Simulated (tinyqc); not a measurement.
## Tunnelling through a gate dielectric, WKB transmission and Tsu-Esaki current: effect of the barrier height

Electrons leave the emitter at x = 0. Energies E (motion across the layers) are in eV from the emitter Fermi level; the collector Fermi level lies at -V and offers states at every E. No charge in the dielectric and no image force: F1 = V/t1, U = phi1 - F1 x. With C = hbar^2/(2 m0), kappa = sqrt(m (U - E)/C) where U > E and 0 elsewhere; T(E) = exp(-S), S = 2 times the integral of kappa over x.

Each layer adds (2/F) sqrt(m/C) [G(u at its left edge) - G(u at its right edge)] to S, with u = U - E (0 where negative) and G(u) = (2/3) u^1.5. J = J0 times the integral of T(E) N(E) dE, N = ln[(1 + exp(-E/Vt))/(1 + exp((-E - V)/Vt))], J0 = q^2 me m0 kB T/(2 pi^2 hbar^3) (times 1e-4 for A/cm^2 per eV), from E = -Ef to far above the barrier (T = 1 there), by quadrature converged to the digits shown. The share over the barrier is that of energies above the highest band edge; 0 means below 1e-6 %.

Inputs (values chosen for the exercise); dielectric values close to those of zirconium oxide:

| symbol | value | unit | meaning |
|---|---|---|---|
| T | 400 | K | temperature |
| Ef | 2.3 | eV | Fermi energy of the emitter above its band bottom |
| me | 0.55 | m0 | emitter mass in the supply function |
| m1 | 0.25 | m0 | tunnelling mass of layer 1 |
| t1 | 6 | nm | thickness of layer 1 |
| V | 2.5 | V | voltage across the dielectric |

Constants: q = 1.602176634e-19 C, kB = 1.380649e-23 J/K, hbar = 1.054571817e-34 J s, m0 = 9.1093837015e-31 kg, Vt = kB T/q, hbar^2/(2 m0) = 0.0380998212 eV nm^2. Results are converted to the units shown.

Result of one run:
```
phi1 (eV)  S at E = 0  T(E = 0)  J (A/cm^2)  mean E of the current (eV)  share over the barrier (%)
0.96            7.710  4.482e-4     3.414e4                    -0.09792                           0
```

What becomes of these results when the barrier of layer 1 above the emitter Fermi level at zero bias phi1 is changed from 0.96 to 0.7 eV, all else the same?

Result of the changed run:
```
phi1 (eV)  S at E = 0  T(E = 0)  J (A/cm^2)  mean E of the current (eV)  share over the barrier (%)
0.7             4.801  0.008224     7.515e5                     -0.1247                     2.13e-6
```

The whole series:
```
phi1 (eV)  S at E = 0  T(E = 0)  J (A/cm^2)  mean E of the current (eV)  share over the barrier (%)
0.7             4.801  0.008224     7.515e5                     -0.1247                     2.13e-6
0.83            6.198  0.002033     1.681e5                     -0.1106                           0
0.96            7.710  4.482e-4     3.414e4                    -0.09792                           0
1.09            9.328  8.888e-5        6320                    -0.08639                           0
1.21            10.91  1.827e-5        1232                    -0.07654                           0
1.34            12.71  3.006e-6       193.2                    -0.06655                           0
1.47            14.61  4.521e-7       27.92                    -0.05712                           0
1.6             16.59  6.240e-8       3.732                    -0.04812                           0
```

J falls from 7.52e5 to 3.73 A/cm^2, on average 5.89 decades for each eV, while S rises from 4.80 to 16.6, as phi1^(1.50) over the table (a flat barrier gives 0.5, a triangular one 1.5). V exceeds phi1 in every row, so all are in the Fowler-Nordheim regime. In 1 of the 8 rows S is below 6, where a WKB prefactor of 1 is a rough guess.

tinyqc, about 0.05 s, one thread, Intel Xeon 2.30GHz (shared host): `OMP_NUM_THREADS=1 python tinyqc.py 2540101 2540102 out.jsonl`
